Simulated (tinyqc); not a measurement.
Ways to converge the cycle: SCF convergence aids in the sto-3g basis, for H3+, spin multiplicity 1. Computed by the program tinyqc with PySCF. 

Geometry (angstrom):
```
atom       x       y        z
H     0.0000  0.0000   0.0000
H     0.0000  0.0000   0.9610
H     0.0000  0.7260  -0.6980
```

lowest restricted solution found by these runs and by PySCF = -1.199181 hartree

RHF with one setting changed at a time; a run stops when the energy changes by less than 1e-09 hartree and the error matrix is below 1e-5. The start is the Wolfsberg-Helmholz matrix. Damping d keeps d of the old density; a shift (hartree) raises the virtual levels; DIIS n extrapolates F over n matrices.

Largest element of the error matrix X^T (FDS - SDF) X:
```
iteration    plain  damping 0.3  damping 0.6  shift 0.4   DIIS 3   DIIS 8
1          3.0e-02      3.0e-02      3.0e-02    3.0e-02  3.0e-02  3.0e-02
2          3.9e-03      1.2e-02      2.0e-02    1.2e-02  3.9e-03  3.9e-03
3          4.9e-04      4.6e-03      1.3e-02    4.4e-03  6.1e-05  6.1e-05
4          6.4e-05      1.8e-03      8.4e-03    1.7e-03  2.4e-06  2.4e-06
5          8.3e-06      7.0e-04      5.5e-03    6.5e-04  8.0e-10  8.8e-11
6          1.1e-06      2.7e-04      3.6e-03    2.5e-04        -        -
8                -      4.1e-05      1.5e-03    3.9e-05        -        -
10               -      6.3e-06      6.4e-04    6.4e-06        -        -
14               -      1.5e-07      1.2e-04          -        -        -
20               -            -      8.8e-06          -        -        -
```

How each run ends:
```
run          iterations  E (hartree)         state
plain                 6    -1.199181  lowest found
damping 0.3          14    -1.199181  lowest found
damping 0.6          27    -1.199181  lowest found
shift 0.4            10    -1.199181  lowest found
DIIS 3                5    -1.199181  lowest found
DIIS 8                5    -1.199181  lowest found
```

6 of 6 runs reach the lowest restricted solution found, in 5 to 27 iterations (fastest: DIIS 3, DIIS 8). Plain steps already contract here, so damping only slows them. DIIS 3 and DIIS 8 gain by cancelling the error over several earlier matrices, much as a quasi-Newton step does.
